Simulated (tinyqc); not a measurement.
Worked calculation: donor in an ellipsoidal valley (Kohn-Luttinger variational method). Computed by tinyqc, a small Python program that keeps every step. Command: `OMP_NUM_THREADS=1 python tinyqc.py 3019157 3019158 out.jsonl kohnlutt walk`. One thread of a shared host (Intel(R) Xeon(R) Processor @ 2.30GHz), about 0.03 s of CPU time with the checks. Intermediate numbers are printed to about 6 digits and carried at full precision; extremes and crossings named in words are read from the listed rows.

H = -(d^2/dx^2 + d^2/dy^2) - gamma d^2/dz^2 - 2/r in units built on m_t, with gamma = m_t/m_l and z along the valley axis. One valley; no valley-orbit or central-cell term.

Inputs (values chosen for the exercise, for a model semiconductor): transverse mass m_t = 0.394 m_0; longitudinal mass m_l = 3.29 m_0; dielectric constant eps = 7.95; trial ratio b/a = 0.81; observed depth chosen for 1s = 192 meV.

Constants: Ry = 13.605693123 eV; a_0 = 0.529177210903 angstrom; h x 1 THz = 4.135667696 meV.

## Effective units

Ry* = Ry m_t/eps^2, a* = a_0 eps/m_t, gamma = m_t/m_l.

Ry* = 84.8169 meV

a* = 10.6776 angstrom

gamma = 0.119757

Caution: a* is only a few bond lengths, so central-cell and valley-orbit terms are large.

## Energy at a trial ratio

Trial function exp(-sqrt((x^2 + y^2)/a^2 + z^2/b^2)) with beta = b/a < 1: E = t/a^2 - u/a, t = (2 + gamma/beta^2)/3, u = 2 arcsin(sqrt(1 - beta^2))/sqrt(1 - beta^2); the best a is 2 t/u and E(beta) = -u^2/(4 t).

t = 0.727509

u = 2.13715

best a = 0.680822 a*

E(beta) = -1.56954 Ry*

## Minimum over the ratio

Golden-section search on beta from 0.05 to 0.999, 60 steps.

Search, first ten steps; c and d are the inner points:
```
step       low      high         c  E(c) (Ry*)         d  E(d) (Ry*)
1     0.050000  0.999000  0.412486    -1.75474  0.636514    -1.70451
2     0.050000  0.636514  0.274029    -1.50900  0.412486    -1.75474
3     0.274029  0.636514  0.412486    -1.75474  0.498057    -1.76977
4     0.412486  0.636514  0.498057    -1.76977  0.550943    -1.75349
5     0.412486  0.550943  0.465372    -1.77145  0.498057    -1.76977
6     0.412486  0.498057  0.445171    -1.76829  0.465372    -1.77145
7     0.445171  0.498057  0.465372    -1.77145  0.477856    -1.77172
8     0.465372  0.498057  0.477856    -1.77172  0.485572    -1.77130
9     0.465372  0.485572  0.473088    -1.77176  0.477856    -1.77172
10    0.465372  0.477856  0.470140    -1.77169  0.473088    -1.77176
```

best beta = 0.474365

radius a of the 1s trial function = 7.36983 angstrom

radius b of the 1s trial function = 3.49599 angstrom

1s binding energy, trial function = 150.275 meV

The envelope is flattened along the heavy axis; beta is close to gamma^(1/3) = 0.493.

## Levels from a Gaussian basis

Gaussian basis: g = P exp(-al (x^2 + y^2) - be z^2) with P = 1 (s-like), z (2p0) or x (2p+-); al = 0.004 x 2.6^k, k = 0..11, and be/al = 1, gamma^(-1/2) or 1/gamma (36 functions); 1/r = (2/sqrt(pi)) int exp(-t^2 r^2) dt by 48 Gauss-Legendre points after t = sqrt(al_i + al_j) tan(theta); overlap eigenvalues below 1e-10 are dropped.

1s binding energy, Gaussian basis = 150.670 meV

2p0 binding energy = 62.2827 meV

2p+- binding energy = 28.9564 meV

The two-parameter trial function recovers 99.74 % of the 1s binding of the larger basis. 2p0, with its lobes along the heavy axis, is bound 2.15 times as strongly as 2p+-. Caution: the short radius is only a few bond lengths, so the envelope approximation is rough.

## Optical lines and the chemical shift

With an observed depth of 1s, the lines are 1s -> 2p0 = depth - E(2p0) and 1s -> 2p+- = depth - E(2p+-); the chemical shift is depth - E(1s, Gaussian basis); 1 meV = 1 THz/4.135667696.

line 1s -> 2p0 = 129.717 meV

line 1s -> 2p+- = 163.044 meV

chemical shift = 41.3300 meV

frequency of the line 1s -> 2p+- = 39.4238 THz

The spacing of the two lines, 33.326 meV, does not depend on the depth, so it is the same for every donor in this host.

## Which single mass stands for the valley

A hydrogenic level is Ry m/eps^2 for one mass m; errors are against the Gaussian basis.

1s binding energy:
```
rule                                      mass (m_0)  binding (meV)  error (%)
transverse mass                              0.39400         84.817    -43.707
conductivity mass 3/(2/m_t + 1/m_l)          0.55761        120.038    -20.331
density-of-states mass (m_t^2 m_l)^(1/3)     0.79934        172.074     14.206
longitudinal mass                            3.29000        708.243    370.062
trial function with a and b                        -        150.275     -0.262
mass that fits 1s                            0.69991        150.670      0.000
```

The conductivity mass, which is what a spherical trial function (a = b) gives, falls short by 20.3 %, as a restricted variational bound must; the density-of-states mass is off by +14.2 %. The mass that fits lies between the two.

## Levels against anisotropy

The trial energy is minimised over beta by golden section from 0.05 to 0.999, 60 steps.

Binding energies (Ry*):
```
gamma  1s, trial  1s, Gaussians      2p0      2p+-
0.03     2.26513        2.28252  1.20988  0.381267
0.06     2.02485        2.03473  0.96023  0.363299
0.12     1.77101        1.77565  0.73370  0.341328
0.18     1.61933        1.62198  0.61540  0.326567
0.25     1.49628        1.49780  0.52823  0.313588
0.50     1.24111        1.24138  0.37111  0.283394
0.81     1.07126        1.07126  0.28315  0.260425
```

As gamma falls from 0.81 to 0.03, 1s deepens from 1.071 to 2.283 Ry*, on the way from the hydrogen value 1 to the two-dimensional limit 4; 2p+- moves from 0.260 to 0.381 (limits 1/4 and 4/9), while 2p0 climbs from 0.283 to 1.210 and joins 1s as gamma tends to 0. Near gamma = 1 the trial function is almost exact and can pass the Gaussian basis, whose own error is about 3e-5 Ry*.

Checks made by the program: the Gaussian basis at gamma = 1 against 1, 1/4 and 1/4 Ry* (relative difference 3e-05); trial function against Gaussian basis (relative difference 3e-03).
